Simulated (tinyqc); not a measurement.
Which mechanism rules? Model: leakage currents through a thin dielectric. Computed by tinyqc, a small Python program. Command: `OMP_NUM_THREADS=1 python tinyqc.py 3008040 3008041 out.jsonl leak walk`. One thread of a shared host (Intel(R) Xeon(R) Processor @ 2.30GHz), about 0.01 s of CPU time with the checks.

Electrons leave an electrode with Fermi energy E_F above its band bottom; barriers are counted from the Fermi level, and both electrodes are alike.

Inputs (values chosen for the exercise, modelled on HfO2):
```
quantity                           value  unit
barrier height phi_B                1.72    eV
tunnelling mass m                   0.18   m_0
optical permittivity k_o            3.82     -
trap depth phi_t                    0.95    eV
Poole-Frenkel prefactor sigma_0  1.8e-05  S/cm
thickness t                          1.8    nm
electrode Fermi energy E_F           3.1    eV
electrode mass m_e                   0.5   m_0
voltage V                           0.81     V
temperature T                        473     K
```

Stack: single layer.

Constants: e = 1.602176634e-19 C; eps_0 = 8.8541878128e-12 F/m; k_B = 8.617333262e-05 eV/K; m_0 = 9.1093837015e-31 kg; k_B = 1.380649e-23 J/K; h = 6.62607015e-34 J s; hbar = 1.054571817e-34 J s.

Method:
- Field F = V/t; equivalent oxide thickness 3.9 t/k.
- WKB: a layer of mass m, field F and barrier b(x) = b_0 - e F x gives the exponent (4 sqrt(2 m)/(3 hbar e F)) [b_0^(3/2) - max(b_0 - e F t, 0)^(3/2)] for b_0 > 0; b_0 = barrier - (E - E_F); the transmission is D(E) = exp(-sum of exponents), without image force.
- Tsu-Esaki: J = (e m_e k_B T/(2 pi^2 hbar^3)) int D(E) ln[(1 + exp((E_F - E)/k_B T))/(1 + exp((E_F - eV - E)/k_B T))] dE over the normal energy E (its change with the mass at an interface is neglected) from max(0, E_F - 3 eV) to E_F + largest barrier, by 100 Gauss-Legendre points in each part, split at E_F - 0.3 eV (if inside the range) and E_F + 8 k_B T.
- Schottky emission J = A T^2 exp(-(phi_B - sqrt(e^3 F/(4 pi k_o eps_0)))/k_B T), A = 4 pi e m k_B^2/h^3 with the tunnelling mass; Poole-Frenkel J = sigma_0 F exp(-(phi_t - sqrt(e^3 F/(pi k_o eps_0)))/k_B T); both use the field F of the dielectric.

Current densities (A/cm^2):
```
V (V)  F (MV/cm)  tunnelling    Schottky  Poole-Frenkel
0.16      0.8889  1.7138e+04  2.0357e-10     9.6094e-06
0.28      1.5556  3.0577e+04  8.6784e-10     3.0563e-04
0.41      2.2778  4.6274e+04  3.0232e-09     5.4307e-03
0.57      3.1667  6.8158e+04  1.0954e-08     9.9130e-02
0.69      3.8333  8.7245e+04  2.5621e-08     6.5643e-01
0.81      4.5000  1.0948e+05  5.5806e-08     3.6559e+00
0.97      5.3889  1.4576e+05  1.4474e-07     2.9450e+01
```

What does the comparison show, and why?

The largest current is tunnelling from 0.160 to 0.970 V. Over the table tunnelling grows by 0.9 decades, Schottky by 2.9 and Poole-Frenkel by 6.5. A plot of ln(J/F) against sqrt(F) for the Poole-Frenkel column has the slope 9.53 per sqrt(MV/cm), from which k_o follows; reading it as Schottky emission would give about k_o/4.

Extremes, crossings and ranges named in words are read from the listed rows.
